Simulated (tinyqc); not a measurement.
Rigid-ion and shell models of the dielectric response of an ionic crystal: one step, computed by the program tinyqc. Command: `OMP_NUM_THREADS=1 python tinyqc.py 3022256 3022257 out.jsonl shell walk`. One thread of a shared host (Intel(R) Xeon(R) Processor @ 2.30GHz), about 0.01 s of CPU time with the checks.

Charges +Z and -Z; 6 nearest neighbours, Madelung constant M = 1.747565, volume per ion pair Omega = 2.000000 d^3. Energy per pair U = -M Z^2 e2/d + 6 A exp(-d/rho), e2 = e^2/(4 pi eps_0). In the shell model the anion is a core of charge Y - Z and a massless shell of charge -Y, joined by the spring k; the repulsion acts on the shell. Each ion feels the Lorentz field E + (4 pi/3) P (Gaussian units).

Problem. Shell model: lattice response. mu lambda_TO = R' - (4 pi e2/(3 Omega)) Z_S^2/(1 - b); mu lambda_LO = mu lambda_TO + 4 pi e2 Z*^2/(eps_inf Omega); eps_s = eps_inf lambda_LO/lambda_TO. lambda in eV/(angstrom^2 u) gives the wavenumber 15.6333042 x 33.35640952 x sqrt(lambda); mu is the reduced mass.

Inputs (values chosen for the exercise, for a model crystal): cation mass = 104 u; anion mass = 79.9 u.

Structure: rock salt.

anion polarisability alpha_- = 1.552413 angstrom^3

Szigeti charge Z_S = 0.7274675 e

softened spring R' = 3.034967 eV/angstrom^2

b = 0.3164030

eps_inf = 2.388551

Born charge Z* = 1.064176 e

volume Omega = 27.30384 angstrom^3

Constants: e^2/(4 pi eps_0) = 14.39964548 eV angstrom; nu for 1 eV/(angstrom^2 u) = 15.6333042 THz; 1 THz = 33.35640952 1/cm.

Give: mu lambda_TO; omega_TO; omega_LO; eps_s; share of R' left after the dipole term.

Solution.

mu lambda_TO = 1.3248 eV/angstrom^2

omega_TO = 89.290 1/cm

omega_LO = 163.96 1/cm

eps_s = 8.0538

share of R' left after the dipole term = 0.43651

The dipole field cancels 56 % of the short-range spring.
